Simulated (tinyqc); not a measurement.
Planar ballistic transistor, top-of-the-barrier model: one step of the calculation.

At the top of the source barrier, states moving towards the drain are filled by the source (Fermi level 0) and states moving back by the drain (Fermi level -q Vd); nothing scatters. U is the shift of the band edge there, set by the capacitances CG, CD and CS (the total) and by the charge. Parabolic two-dimensional band; the source is grounded.

Task. Current, mean velocity and share of the gate voltage. N0 = gv m kB T/(pi hbar^2), CG = eps0 eox/tox, vT = sqrt(2 kB T/(pi m)), CS = CG/aG, n0 = n at U = 0 and Vd = 0. eta1 = -(E0 + U)/Vt, eta2 = eta1 - Vd/Vt, n = (N0/2)[F_0(eta1) + F_0(eta2)], F_0(x) = ln(1 + exp x). I = q (N0/2) vT [F_(1/2)(eta1) - F_(1/2)(eta2)] per width, F_(1/2)(x) = (2/sqrt(pi)) int_0^infinity u^(1/2)/(1 + exp(u - x)) du. Mean velocity I/(q n). CQ = (q/Vt) dn/d(eta1); the band edge follows the gate as -dU/dVg = aG/(1 + CQ/CS).

Values chosen for this exercise; mass and valleys close to those of indium arsenide:
- T = 150 K (temperature)
- m = 0.0289 m0 (effective mass)
- gv = 1 (valley degeneracy)
- eox = 9 (relative permittivity of the gate insulator)
- tox = 3.6 nm (insulator thickness)
- aG = 0.82 (gate control CG/CS)
- E0 = 0.36 eV (band edge at the barrier top above the source Fermi level at zero bias)
- Vd = 0.6 V (drain voltage)

Constants: q = 1.602176634e-19 C, kB = 1.380649e-23 J/K, hbar = 1.054571817e-34 J s, m0 = 9.1093837015e-31 kg, Vt = kB T/q, eps0 = 8.8541878128e-14 F/cm where lengths are in cm. Results are converted to the units shown.

converged U = -0.46204091 eV

Wanted: eta1; n; I; mean velocity; CQ; -dU/dVg.

Result.

eta1 = 7.8942
n = 6.1597e11 cm^-2
I = 476.17 uA/um
mean velocity = 4.8249e7 cm/s
CQ = 0.96675 uF/cm^2
-dU/dVg = 0.60377 eV/V

The carriers from the source are degenerate (eta1 = 7.89), and the mean velocity is 2.16 times vT = sqrt(2 kB T/(pi m)) = 2.24e7 cm/s.

Computed by the program tinyqc: `OMP_NUM_THREADS=1 python tinyqc.py 2400117 2400118 out.jsonl`, one thread of a shared Intel Xeon 2.30GHz, about 0.01 s for the whole run.
